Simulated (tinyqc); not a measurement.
Hopping conduction between localised states: one step, computed by the program tinyqc.

Energies are counted from the Fermi level. A small network shows the mechanism; the laws of an infinite system follow.

Task: Total conductivity. Mott: T_M = 13.8/(k_B g_0 xi^2), exponent (T_M/T)^(1/3), mean hop r = (1/3) xi times the exponent. Efros-Shklovskii: T_ES = 6.5 e^2/(4 pi eps eps_0 k_B xi), exponent (T_ES/T)^(1/2). Coulomb gap width g_0 (e^2/(4 pi eps eps_0))^2. The numerical coefficients come from percolation theory and are given. sigma = s_1 exp(-E_a/k_B T) + s_2 exp(-larger of the two exponents); reduced activation energy w = d ln(sigma)/d ln(T) by a central difference of +/- 1 %.

Inputs (values chosen for the exercise, for a model defective oxide): localisation length xi = 1.5 nm; density of states g_0 = 1.5e+12 1/(eV cm^2); permittivity eps = 15; activation energy E_a to extended states = 0.034 eV; prefactor of activated conduction = 250 microsiemens; prefactor of hopping = 1.8 microsiemens; temperature T = 88 K.

Dimension: 2D.

Constants: k_B = 8.617333262e-05 eV/K; e^2/(4 pi eps_0) = 14.39964548 eV angstrom.

Give: activated part; hopping part; conductivity; reduced activation energy w.

Result:

activated part = 2.823 microsiemens

hopping part = 7.048e-17 microsiemens

conductivity = 2.823 microsiemens

reduced activation energy w = 4.484

Activation to extended states carries 100 %. For sigma = s exp(-(T_0/T)^p), w = p (T_0/T)^p, so the slope of ln w against ln T gives -p.
